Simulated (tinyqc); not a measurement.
Coherent transport through a tight-binding region between two chains, step by step. Computed by tinyqc, a small Python program that keeps every step. Settings: temperature = 300, mu = 0.11. Command: `OMP_NUM_THREADS=1 python tinyqc.py 20802 20803 out.jsonl` (the two numbers bound the seeds that draw the settings). One thread of a shared host (Intel(R) Xeon(R) Processor @ 2.60GHz), about 0.1 s of CPU time with the checks.

## Transmission at E = 0.71 eV

H of the central region (eV):
```
,1,2,3,4
1,0.0000,-1.4200,0.0000,-1.4200
2,-1.4200,0.4300,-1.4200,0.0000
3,0.0000,-1.4200,0.4300,-1.4200
4,-1.4200,0.0000,-1.4200,0.0000
```

Leads: semi-infinite chains with site energy 0:
```
parameter,value
lead hopping t (eV),2.440000
coupling to the left lead (eV),1.220000
coupling to the right lead (eV),1.490000
left contact site,1
right contact site,4
```

E = 0.7100 eV

Surface Green function g = (E - i sqrt(4 t^2 - E^2)) / (2 t^2); self-energy tc^2 g on each contact site; G = (E - H - Sigma)^(-1); Gamma = -2 Im Sigma; T = Gamma_L Gamma_R |G_LR|^2; local density of states -Im G_ii / pi.

g = 0.0596-0.4055i 1/eV

G (1/eV):
```
,1,2,3,4
1,0.7615-0.5062i,0.1484-0.0609i,-0.7908+0.5182i,0.0076-0.0413i
2,0.1484-0.0609i,0.4840-0.6279i,0.4604+0.1847i,-0.5748+0.5915i
3,-0.7908+0.5182i,0.4604+0.1847i,0.7000-0.5546i,0.1058-0.0753i
4,0.0076-0.0413i,-0.5748+0.5915i,0.1058-0.0753i,0.5540-0.5766i
```

local density of states (1/eV): 0.1611  0.1999  0.1765  0.1835

transmission = 0.0038

## Transmission across the band

The same steps on a grid of energies.

T(E):
```
E (eV),T
-4.636000,0.0053
-4.172400,0.0298
-3.708800,0.1149
-3.245200,0.4658
-2.781600,0.9346
-2.318000,0.5202
-1.854400,0.3003
-1.390800,0.2145
-0.927200,0.1773
-0.463600,0.1541
0.000000,0.0712
0.463600,2.51e-06
0.927200,0.0149
1.390800,0.0459
1.854400,0.0845
2.318000,0.1549
2.781600,0.3602
3.245200,0.9397
3.708800,0.2591
4.172400,0.0469
4.636000,0.0070
```

levels of the isolated region (eV): -2.6412  0.1988  0.2312  3.0712

## Current

I = (2e/h) int T(E) [f(E - mu - V/2) - f(E - mu + V/2)] dE at 300 K with mu = 0.11 eV, the bias not changing H; 2e^2/h = 77.48092 microsiemens; the integral runs over the band on 4001 points.

Current:
```
V (volt),I (microampere)
0.0100,0.0265
0.0500,0.1328
0.1000,0.2679
0.2000,0.5546
0.4000,1.2397
0.8000,3.1125
```
